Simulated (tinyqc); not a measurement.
# Quantum point contact as a saddle point with Zeeman splitting, step by step

Numbers from tinyqc (`OMP_NUM_THREADS=1 python tinyqc.py 2740020 2740021 out.jsonl`; about 0.03 s on one thread of a shared Intel Xeon 2.30GHz). Printed values are rounded.

Potential V0 - m wx^2 x^2/2 + m wy^2 y^2/2; energies are counted from V0. Mode n = 0, 1, ... transmits T_n(E) = 1/(1 + exp(-2 pi (E - E_n)/wx)), E_n = wy (n + 1/2) +/- Ez/2 for the two spins, Ez = gs muB B, muB = q hbar/(2 m0); each spin carries q^2/h.

Parameters, values chosen for the exercise:

| symbol | value | unit | meaning |
|---|---|---|---|
| T | 0.3 | K | temperature |
| wy | 4 | meV | transverse quantum hbar wy |
| wx | 2.4 | meV | curvature of the barrier hbar wx |
| mu | 10.3 | meV | Fermi level above the saddle point |
| gs | 5.1 |  | size of the g factor |
| B | 8 | T | in-plane magnetic field |
| nE | 15 |  | points of the energy grid |
| xm | 6 |  | half-range of the grid in kB T |

Constants: q = 1.602176634e-19 C, kB = 1.380649e-23 J/K, hbar = 1.054571817e-34 J s, h = 6.62607015e-34 J s, m0 = 9.1093837015e-31 kg, Vt = kB T/q. Results are converted to the units shown.

Range of the model: Orbital effects of the in-plane field and interactions (such as the 0.7 feature) are left out.

## Transmissions at the Fermi level

At zero temperature g = G/(2 q^2/h) = (1/2) sum T_n(mu); Fano factor sum T_n (1 - T_n)/sum T_n. Modes beyond those listed are in the sums but add less than 1e-4 to g.

| mode | E_n (meV) | T_n |
|---|---|---|
| 0- | 0.81917 | 1.000000 |
| 1- | 4.81917 | 0.999999 |
| 2- | 8.81917 | 0.979704 |
| 3- | 12.81917 | 0.001365 |
| 4- | 16.81917 | 0.000000 |
| 0+ | 3.18083 | 1.000000 |
| 1+ | 7.18083 | 0.999716 |
| 2+ | 11.18083 | 0.090627 |
| 3+ | 15.18083 | 0.000003 |
| 4+ | 19.18083 | 0.000000 |

g = 2.5357
G = 196.47 uS
Fano factor = 0.02050

## Thermal average on a coarse grid

g(T) = int g(E) (-df/dE) dE = int g(mu + x kB T) dx/(4 cosh^2(x/2)), g(E) the zero-temperature value at E, g = G/(2 q^2/h). Simpson's rule on nE equally spaced x from -xm to xm.

| point | x | E (meV) | g(E) | weight |
|---|---|---|---|---|
| 0 | -6.000000 | 10.14489 | 2.516296 | 0.0024665 |
| 1 | -5.142857 | 10.16705 | 2.518898 | 0.0057733 |
| 2 | -4.285714 | 10.18921 | 2.521547 | 0.0133926 |
| 3 | -3.428571 | 10.21136 | 2.524248 | 0.0304275 |
| 4 | -2.571429 | 10.23352 | 2.527009 | 0.0659590 |
| 5 | -1.714286 | 10.25568 | 2.529835 | 0.1293193 |
| 6 | -0.857143 | 10.27784 | 2.532732 | 0.2091704 |
| 7 | 0.000000 | 10.30000 | 2.535707 | 0.2500000 |
| 8 | 0.857143 | 10.32216 | 2.538764 | 0.2091704 |
| 9 | 1.714286 | 10.34432 | 2.541911 | 0.1293193 |
| 10 | 2.571429 | 10.36648 | 2.545153 | 0.0659590 |
| 11 | 3.428571 | 10.38864 | 2.548496 | 0.0304275 |
| 12 | 4.285714 | 10.41079 | 2.551944 | 0.0133926 |
| 13 | 5.142857 | 10.43295 | 2.555505 | 0.0057733 |
| 14 | 6.000000 | 10.45511 | 2.559182 | 0.0024665 |

integral of the weight = 0.9951948
g(T) = 2.523694
g(T) divided by the integral of the weight = 2.535880

A converged quadrature gives 2.5359; this grid is 0.48 % below that, and its weight integrates to 0.9952 in place of 1.
